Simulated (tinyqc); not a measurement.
Carrier lifetime of an n-type layer with SRH, radiative, Auger and surface recombination: one step of the calculation.

Uniform excess density dn = dp (no trapping), n = n0 + dn, p = p0 + dn, Boltzmann statistics, full ionisation. Surfaces enter as a rate 2 S dn/d, which holds while diffusion to them is fast.

Question. New dn. With e = n p - ni^2 = dn (n0 + p0 + dn): U_SRH = e/(tp0 (n + n1) + tn0 (p + p1)), U_rad = B e, U_Aug = (Cn n + Cp p) e, U_s = 2 S dn/d. Newton step on ln U(ln dn) = ln G, U the sum: k = d ln U/d ln dn (central difference over factors 1.0001), dn(new) = dn (G/U)^(1/k).

Parameters, values chosen for the exercise; band and dielectric values close to those of silicon:
- B = 4.67e-15 cm^3/s (radiative coefficient)
- Cn = 3.7e-31 cm^6/s (Auger coefficient (two electrons))
- Cp = 2.4e-31 cm^6/s (Auger coefficient (two holes))
- S = 3 cm/s (surface recombination velocity (both faces))
- d = 6 um (sample thickness)
- G = 9.4e20 cm^-3 s^-1 (generation rate)

dn after iteration 1 = 6.9736920e16 cm^-3
n0 = 1.8000098e15 cm^-3
p0 = 9.8365866e9 cm^-3
n1 = 2.6178051e8 cm^-3
p1 = 6.7636634e16 cm^-3
tn0 = 4.6685341e-6 s
tp0 = 1.0893246e-4 s

Give: U_SRH; U_rad; U_Aug; U_s; k; dn after iteration 2.

Answer.

U_SRH = 5.915e20 cm^-3 s^-1
U_rad = 2.330e19 cm^-3 s^-1
U_Aug = 2.155e20 cm^-3 s^-1
U_s = 6.974e20 cm^-3 s^-1
k = 1.305
dn after iteration 2 = 4.807e16 cm^-3

Computed by the program tinyqc: `OMP_NUM_THREADS=1 python tinyqc.py 2300056 2300057 out.jsonl`, one thread of a shared Intel Xeon 2.30GHz, about 0.01 s for the whole run.
